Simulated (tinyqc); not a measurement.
# Threshold-voltage variability of a planar MOSFET, analytic estimates: scaling length and width together

Three independent sources add in quadrature: random dopants in the depleted layer, metal-gate grains of two orientations, and roughness of the two gate edges acting through the roll-off VT = VT(long) - Vr exp(-L/l). These are first-order estimates: no three-dimensional electrostatics, no percolation.

ni = sqrt(Nc Nv) exp(-Eg/(2 Vt)), Eg in volts; Cox = 3.9 eps0/ti; Wd = sqrt(4 eps0 eps_r Vt ln(Na/ni)/(q Na)); dopants: s1 = (q/Cox) sqrt(Na Wd/(3 L W)). Grains: Ng = L W/G^2 (at least 1), s2 = dW sqrt(p (1 - p)/Ng). Edges, with exponential correlation and u = W/La: the mean gate length has sL^2 = 2 De^2 (2/u)[1 - (1 - exp(-u))/u]; s3 = sL (Vr/l) exp(-L/l). s = sqrt(s1^2 + s2^2 + s3^2). l and Vr are held fixed. W = 4.25 L in every row; l is held fixed.

Inputs (values chosen for the exercise); material values close to those of silicon: temperature T = 300 K; band gap Eg = 1.12 eV; relative permittivity of the semiconductor eps_r = 11.6; conduction-band density of states at T Nc = 2.83e19 cm^-3; valence-band density of states at T Nv = 2.62e19 cm^-3; channel doping Na = 5.6e18 cm^-3; oxide-equivalent thickness in inversion ti = 2.3 nm; metal grain size G = 15 nm; work-function difference of the two grain orientations dW = 0.15 eV; share of the orientation of higher work function p = 0.3; rms roughness of one gate edge De = 1.1 nm; correlation length of the roughness La = 30 nm; decay length of the threshold roll-off l = 3.4 nm; prefactor of the roll-off Vr = 1.6 V.

Constants: q = 1.602176634e-19 C, kB = 1.380649e-23 J/K, Vt = kB T/q, eps0 = 8.8541878128e-14 F/cm where lengths are in cm. Results are converted to the units shown.

Result of one run:
```
s1 (mV),s2 (mV),s3 (mV),s (mV),s sqrt(L W) (mV um)
46.22,26.32,1.909,53.22,2.085
```

Which gate length L gave this result: 10, 16, 19 or 35 nm?

L = 19 nm.

The whole series:
```
L (nm),s1 (mV),s2 (mV),s3 (mV),s (mV),s sqrt(L W) (mV um)
10,87.82,50.01,31.33,105.8,2.181
13,67.55,38.47,12.28,78.70,2.109
16,54.88,31.26,4.834,63.35,2.089
19,46.22,26.32,1.909,53.22,2.085
23,38.18,21.75,0.5556,43.94,2.084
29,30.28,17.25,0.08801,34.85,2.083
35,25.09,14.29,0.01407,28.87,2.083
```

As L goes from 10 to 35 nm, s falls from 106 to 28.9 mV. The dopants are the largest source in the first and the last row. The product s sqrt(L W) falls from 2.18 to 2.08 mV um: s1 and s2 go as 1/sqrt(L W), so the change comes from s3 alone. For L = 10 to 13 nm the gate holds under four grains, so the work function takes a few discrete values. For L = 10 to 13 nm the depletion depth exceeds L, so source and drain share much of the charge and s1 is rough.

Computed by the program tinyqc: `OMP_NUM_THREADS=1 python tinyqc.py 2090033 2090034 out.jsonl`, one thread of a shared Intel Xeon 2.30GHz, about 0.01 s for the whole run.
